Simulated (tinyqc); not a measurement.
# Worked calculation: octagonal on-chip spiral inductor, lumped pi model

Numbers from tinyqc (`OMP_NUM_THREADS=1 python tinyqc.py 2302028 2302029 out.jsonl`; about 0.01 s on one thread of a shared Intel Xeon 2.30GHz). Printed values are rounded.

Outer diameter do = di + 2 n wd + 2 (n - 1) sp, mean da = (do + di)/2, fill p = (do - di)/(do + di), length l = 3.314 n da. L = 2.25 mu0 n^2 da/(1 + 3.55 p), mu0 = 4 pi 1e-7 H/m. Rs = rho l/(wd delta (1 - exp(-th/delta))), delta = sqrt(rho/(pi f mu0)). Cs = n wd^2 eps0 eo/hu across the coil. At each end Cox = l wd eps0 eo/(2 ho) leads to the substrate branch Rsi = 2 rs he/(l wd) in parallel with Csi = l wd eps0 11.7/(2 he). With one end grounded Y = 1/(Rs + i w L) + i w Cs + 1/[1/(i w Cox) + 1/(1/Rsi + i w Csi)], w = 2 pi f; Q = -Im Y/Re Y. Eddy currents in neighbouring turns and in the substrate are left out.

Inputs (values chosen for the exercise); values of the order met in silicon radio-frequency processes: number of turns n = 2.5; line width wd = 15 um; space between turns sp = 3 um; inner diameter di = 100 um; metal thickness th = 3 um; metal resistivity rho = 3 uohm cm; oxide below the coil ho = 9.4 um; oxide between coil and underpass hu = 1 um; relative permittivity of the oxide eo = 3; substrate resistivity rs = 100 ohm cm; effective spreading depth in the substrate he = 50 um; frequency f = 3.2 GHz.

Constants: eps0 = 8.8541878128e-12 F/m. Results are converted to the units shown.

## Geometry and model elements

do, l, L, delta, Rs, Cs, Cox, Rsi and Csi as defined.

do = 184 um
l = 1176.47 um
L = 1.22407 nH
delta = 1.54101 um
Rs = 1.78110 ohm
Cs = 14.9414 fF
Cox = 24.9336 fF
Rsi = 5666.67 ohm
Csi = 18.2813 fF

Rs is 2.27 times the direct-current value in this empirical form, which overstates the skin effect of a flat slab when delta is near th and so stands in for some current crowding.

## Admittance, quality factor and apparent inductance

Series branch 1/(Rs + i w L), substrate branch, total Y, Q = -Im Y/Re Y, apparent inductance Im(1/Y)/w, metal-only value w L/Rs, share of the loss in the substrate Re(substrate branch)/Re Y.

series branch = 2.9251-40.4198i mS
substrate branch = 0.056418+0.223533i mS
Y = 2.9816-39.8959i mS
Q = 13.3809
apparent inductance = 1.23972 nH
w L/Rs = 13.8181
share of the loss in the substrate = 1.89224 %

Q is 96.8 % of the metal-only value.
